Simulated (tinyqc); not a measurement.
# Capillary instabilities by surface diffusion: grooving and agglomeration of films, edge retraction, wire break-up and smoothing of roughness, step by step

A worked calculation. Computed by tinyqc, a small Python program that keeps every step. Command: `OMP_NUM_THREADS=1 python tinyqc.py 3017779 3017780 out.jsonl dewet walk`. One thread of a shared host (Intel(R) Xeon(R) Processor @ 2.30GHz), about 0.01 s of CPU time with the checks. Intermediate numbers are printed to about 7 digits and carried at full precision; extremes and crossings named in words are read from the listed rows.

Isotropic surface energy; shapes change by surface diffusion alone.

Inputs (values chosen for the exercise, of the order of those of a ruthenium film):
```
quantity                                value        unit
surface energy gamma_s                   2.86       J/m^2
grain-boundary energy gamma_b            0.83       J/m^2
interface energy gamma_i                  2.1       J/m^2
contact angle on the substrate theta       75     degrees
atomic volume Omega                      13.6  angstrom^3
surface sites nu                           14      1/nm^2
prefactor D0                          0.00083       m^2/s
activation energy Q                      2.27          eV
temperature T                            1252           K
time t                                    140           s
film thickness h                           56          nm
grain radius R                            570          nm
wire radius r                              17          nm
initial ripple over radius               0.01           -
roughness wavelength lambda                24          nm
```

Grooves: at the surface and the interface.

Constants: k_B = 8.617333262e-05 eV/K; k_B = 1.380649e-23 J/K.

## The Mullins constant

B = D_s nu gamma_s Omega^2/(k_B T), D_s = D0 exp(-Q/(k_B T)).

D_s = 6.045902e-13 m^2/s

B = 259027.2 nm^4/s

length (B t)^(1/4) = 77.60118 nm

Lengths grow as t^(1/4): doubling one takes 16 times as long, or roughly 200 K more.

## Will grooves cut through?

Groove angle beta: sin(beta) = gamma_b/(2 gamma). For circular grains of radius R with spherical caps the groove ends (measured from the mean surface) at the depth R g(beta), g = (2 - 3 cos beta + cos^3 beta)/(3 sin^3 beta). The film parts if R [g(beta_s) + g(beta_i)] > h.

beta_s = 8.343353 degrees

beta_i = 11.39776 degrees

sum of g = 0.08659629

critical R/h = 11.54784

final depth over h = 0.8814266

The grooves stop short by this estimate; triple junctions groove deeper and may still open.

## Groove growth in time

Mullins' isolated groove: depth below the flat surface d = 0.780 m (B t)^(1/4), m = tan(beta_s), width between the ridges 4.6 (B t)^(1/4); time to reach h: (h/(0.780 m))^4/B.

groove depth = 8.876995 nm

groove width = 356.9654 nm

time to reach the substrate = 221725.8 s

Caution: the grains are too small for the surface groove ever to reach the depth h.

## Retraction of a straight edge

A rim shaped as a circular segment with contact angle theta holds the area h x; its radius r obeys r^2 (theta - sin theta cos theta) = h x. To advance, the edge must carry a strip of the rim height H = r (1 - cos theta) over the rim, driven by the curvature 1/r over the distance r theta (the scaling argument of Brandon and Bradshaw): H dx/dt = B/(theta r^2) gives x^(5/2) = (5/2) B t c^(3/2)/(theta (1 - cos theta) h^(3/2)), c = theta - sin theta cos theta.

retraction x = 142.6409 nm

rim height H = 64.37141 nm

present speed = 0.4075456 nm/s

The rim is 1.1 times the film thickness. x goes as t^(2/5) h^(-3/5): thin films retract faster. Caution: the rim is not yet high against the film, as the scaling law assumes.

## Break-up of a free wire

A wire with r + A cos(k z) has dA/dt = (B/r^4) (kr)^2 [1 - (kr)^2] A: unstable for wavelengths above 2 pi r, fastest at kr = 1/sqrt 2 with the rate B/(4 r^4); break-up time about (4 r^4/B) ln(r/A0); each wavelength makes a sphere of radius (3 r^2 lambda_m/4)^(1/3).

fastest wavelength = 151.0580 nm

break-up time = 5.939584 s

radius of the spheres = 31.99148 nm

t over the break-up time = 23.57068

The wire breaks up within t. Caution: faceting can stabilise wires along low-index directions.

## Smoothing against break-up

Roughness of wavelength lambda on a flat face decays as exp[-B (2 pi/lambda)^4 t]; the smoothing time is that for a factor e^3.

Times (s); the last column is (h/(0.780 tan beta_s))^4/B:
```
T (K)    B (nm^4/s)     smoothing  wire break-up  groove to depth h
1064   7.404005e+03  8.625416e-02   2.077948e+02       7.757020e+06
1127   2.789567e+04  2.289338e-02   5.515242e+01       2.058851e+06
1189   8.945503e+04  7.139075e-03   1.719874e+01       6.420323e+05
1252   2.590272e+05  2.465479e-03   5.939584e+00       2.217258e+05
1315   6.757650e+05  9.450418e-04   2.276699e+00       8.498963e+04
1377   1.590383e+06  4.015550e-04   9.673857e-01       3.611270e+04
1502   7.164536e+06  8.913714e-05   2.147402e-01       8.016293e+03
```

All times share 1/B, so their ratios do not depend on T: break-up over smoothing is 2400. An anneal can smooth this roughness well before the wire breaks. Smoothing is safe for lambda well below 2 pi r, above which a ripple along the wire grows instead. B spans 3.0 decades over these rows.

Checks made by the program: g against the volume of a spherical cap (relative difference below 1e-10).
